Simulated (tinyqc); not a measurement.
Shallow acceptor in the spherical model (Baldereschi-Lipari), strong spin-orbit limit: one step, computed by the program tinyqc. Command: `OMP_NUM_THREADS=1 python tinyqc.py 3003262 3003263 out.jsonl acceptor walk`. One thread of a shared host (Intel(R) Xeon(R) Processor @ 2.30GHz), about 0.01 s of CPU time with the checks.

The 1S(3/2) state has an s envelope f(r) and a d envelope g(r). In effective units they obey -(f'' + 2f'/r + 2f/r) + mu (g'' + 5g'/r + 3g/r^2) = E f and -(g'' + 2g'/r - 6g/r^2 + 2g/r) + mu (f'' - f'/r) = E g. The cubic term, the split-off band and the central cell are left out.

Question. Matrices in a small basis. zeta_i = zeta_1 beta^(i-1), i = 1..n, in both channels. Basis: f_i = exp(-zeta_i r), g_i = r exp(-zeta_i r), weight r^2 dr, s = zeta_i + zeta_j. S_ff = 2/s^3, H_ff = zeta_i zeta_j S_ff - 2/s^2; S_gg = 24/s^5, H_gg = 8/s^3 + 24 zeta_i zeta_j/s^5 - 12/s^4; H(f_i, g_j) = mu (6 zeta_i^2/s^4 + 2 zeta_i/s^3); S_fg = 0. Each function is normalised by sqrt(S_ii).

Inputs (values chosen for the exercise, modelled on CdTe): functions per channel n = 2; smallest exponent zeta_1 = 0.89 1/a*; ratio beta of exponents = 2.3.

mu = 0.7

Give: H; S.

Answer.

H (Ry*):
```
         f1        f2      g1     g2
f1  -0.9879   -0.8659  0.8003  1.091
f2  -0.8659  0.096209   1.767  4.234
g1   0.8003     1.767  0.9582  2.118
g2    1.091     4.234   2.118  7.730
```

S:
```
       f1     f2     g1     g2
f1  1.000  0.776  0.000  0.000
f2  0.776  1.000  0.000  0.000
g1  0.000  0.000  1.000  0.656
g2  0.000  0.000  0.656  1.000
```
